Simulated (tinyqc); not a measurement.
Phase shift across the band: Koster-Slater impurity in a tight-binding band, by Green functions and by supercells. Computed by tinyqc, a small Python program. Command: `OMP_NUM_THREADS=1 python tinyqc.py 3005417 3005418 out.jsonl kosterslater walk`. One thread of a shared host (Intel(R) Xeon(R) Processor @ 2.30GHz), about 0.02 s of CPU time with the checks.

One orbital per site, e(k) = -2 t sum cos(k_i) over 2 direction(s), band from -4 t to 4 t, lattice constant 1. One site has the extra energy U. Spin is left out.

Inputs (values chosen for the exercise, for a model band): hopping t = 1.9 eV; impurity potential U = -4.03 eV; broadening eta = 0.28 eV.

Lattice: square.

Method:
- Outside the band G0(E) = (2/(pi E)) K(m), m = 16 t^2/E^2, K the complete elliptic integral with parameter m.
- A bound state solves 1/U = G0(E).
- Bisection in ln(distance from the edge) between 1e-5 t and |U| + t. Weight on the impurity site: -1/(U^2 dG0/dE), by a central difference with step min(1e-4 t, distance/30). Decay length along an axis: 1/arccosh(1 + distance/(2 t)).
- Inside the band G0(z), z = E + i eta, comes from the chain form 1/(sqrt(y - 2t) sqrt(y + 2t)) (principal roots) at y = z + 2 t cos k, averaged over k in (0, pi) with 200 Gauss-Legendre points.
- delta/pi = -arg(1 - U G0)/pi counts the states added below E (Friedel); host DOS = -Im G0/pi, DOS on the impurity = -Im[G0/(1 - U G0)]/pi; 13 evenly spaced energies from -(band edge + |U| + 2t) to +(band edge + |U| + 2t).

distance from the band edge = 0.154585 eV

level E_b = -7.75459 eV

Across the spectrum:
```
E (eV)   Re G0 (1/eV)  host DOS (1/eV)  DOS on the impurity (1/eV)  delta/pi
-15.430      -0.06935          0.00046                     0.00089   0.00259
-12.858      -0.08627          0.00075                     0.00176   0.00463
-10.287      -0.11701          0.00156                     0.00558   0.01190
-7.715       -0.21978          0.01666                     0.28947   0.34192
-5.143       -0.14832          0.04937                     0.08936   0.31796
-2.572       -0.12705          0.06659                     0.07018   0.33297
0.000         0.00000          0.12495                     0.03567   0.32056
2.572         0.12705          0.06659                     0.02222   0.16190
5.143         0.14832          0.04937                     0.01677   0.11869
7.715         0.21978          0.01666                     0.00463   0.03546
10.287        0.11701          0.00156                     0.00072   0.00428
12.858        0.08627          0.00075                     0.00041   0.00224
15.430        0.06935          0.00046                     0.00028   0.00146
```

delta/pi starts and ends near zero (+0.003 and +0.001): the impurity moves states but creates none. The level lies only 0.6 eta outside the band, so the broadening smears its step. delta/pi rises at the bound state below the band (-7.755 eV), reaches 0.34 among these rows (1 in the limit of small eta, just above the level) and is paid back by the top of the band.

Extremes, crossings and ranges named in words are read from the listed rows.
